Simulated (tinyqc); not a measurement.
Liquidus of a compound AB in a simple-solution melt, liquid-phase epitaxy and vapour pressures: one step, computed by the program tinyqc.

x is the atom fraction of B in the melt. The melt is a simple solution: R T ln gamma_B = W (1 - x)^2, R T ln gamma_A = W x^2, W = a + b T. The solid AB is stoichiometric.

Problem. Slope of the liquidus. Liquidus (Vieland): f(x) = R T ln[4 x (1 - x)] + 2 W (1/2 - x)^2 + S_F (T_F - T) = 0. dx/dT = -(df/dT)/f', df/dT = R ln[4 x (1 - x)] + 2 b (1/2 - x)^2 - S_F, f' = (1 - 2x)[R T/(x (1 - x)) - 2 W]. Concentrations: C_L = x N_A/V_L in the melt, C_S = 4/a0^3 in the solid; m = dT/dC_L.

Inputs (values chosen for the exercise, for a model compound):
```
quantity                      value       unit
entropy of fusion S_F            72  J/(mol K)
interaction slope b           -41.4  J/(mol K)
saturation temperature T       1111          K
molar volume of the melt V_L   11.9   cm^3/mol
lattice constant a0           5.653   angstrom
```

solubility x = 0.02505392

W = -24.1954 kJ/mol

Constants: R = 8.314462618 J/(mol K); N_A = 6.02214076e+23 1/mol; k_B = 8.617333262e-05 eV/K.

Give: dx/dT; C_L; C_S; slope m; apparent heat of solution k_B T^2 d ln x/dT.

Solution.

dx/dT = 2.7151e-04 1/K

C_L = 1.2679e+21 1/cm^3

C_S = 2.2142e+22 1/cm^3

slope m = 7.2778e-20 K cm^3

apparent heat of solution k_B T^2 d ln x/dT = 1.1527 eV
